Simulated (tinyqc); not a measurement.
Hot carriers by balance equations with a heated Maxwellian: one step, computed by the program tinyqc. Command: `OMP_NUM_THREADS=1 python tinyqc.py 3009127 3009128 out.jsonl hot walk`. One thread of a shared host (Intel(R) Xeon(R) Processor @ 2.30GHz), about 0.01 s of CPU time with the checks.

The carriers follow a Maxwellian at an electron temperature T_e, slightly displaced; the drift energy is neglected against k_B T_e. The balance averages the rate, not the time, so mu_0 lies below the relaxation-time value.

Question. Drift velocity. Parabolic band: E = hbar^2 k^2/(2 m), speed v = hbar k/m, states per spin, volume and energy g(E) = m k/(2 pi^2 hbar^2). Masses are multiplied by m_0 and all formulas are in SI units. Phonon occupation N_q = 1/(exp(hbar w/(k_B T)) - 1). Acoustic deformation potential (elastic, equipartition, absorption and emission together): 1/tau = 2 pi k_B T D_A^2 g(E)/(hbar rho v_l^2). Optical or intervalley deformation potential: 1/tau = (pi Z_f D_o^2/(rho w)) [N_q g(E + hbar w) + (N_q + 1) g(E - hbar w)], with g = 0 below the band edge. Averages over the Maxwellian, <y> = int y x^(1/2) exp(-x) dx / int x^(1/2) exp(-x) dx with x = E/(k_B T_e), split at x_0 = hbar w/(k_B T_e): 64 Gauss-Legendre points in sqrt(x) below it and 128 in sqrt(x - x_0) above it, up to x = 32. Momentum balance: mu(T_e) = e/(m nu), nu = <x (sum of rates)>/<x>. Power lost per carrier: P(T_e) = hbar w <emission rate - absorption rate> + <(2 m v_l^2/(k_B T)) (E - 2 k_B T) acoustic rate>. v = mu(T_e) F; warm-carrier coefficient (mu/mu_0 - 1)/F^2.

Inputs (values chosen for the exercise, for a model non-polar semiconductor):
```
quantity                                          value       unit
effective mass m                                  0.737        m_0
density rho                                        5660     kg/m^3
sound velocity v_l                                 9020        m/s
acoustic deformation potential D_A                   12         eV
phonon energy hbar w                               56.2        meV
optical or intervalley deformation potential D_o    7.3  1e8 eV/cm
final valleys Z_f                                     2          -
lattice temperature T                               500          K
electric field F                                     39      kV/cm
```

Band: parabolic. Solver: damped fixed point.

electron temperature T_e = 764.2042 K

low-field mobility mu_0 = 101.2110 cm^2/(V s)

Constants: k_B = 8.617333262e-05 eV/K; k_B = 1.380649e-23 J/K; e = 1.602176634e-19 C; hbar = 1.054571817e-34 J s; m_0 = 9.1093837015e-31 kg; hbar = 6.582119569e-16 eV s.

Give: mobility mu(T_e); drift velocity; mu/mu_0; (mu/mu_0 - 1)/F^2.

Answer.

mobility mu(T_e) = 77.803 cm^2/(V s)

drift velocity = 0.30343 1e7 cm/s

mu/mu_0 = 0.76872

(mu/mu_0 - 1)/F^2 = -1.5206e-04 cm^2/kV^2
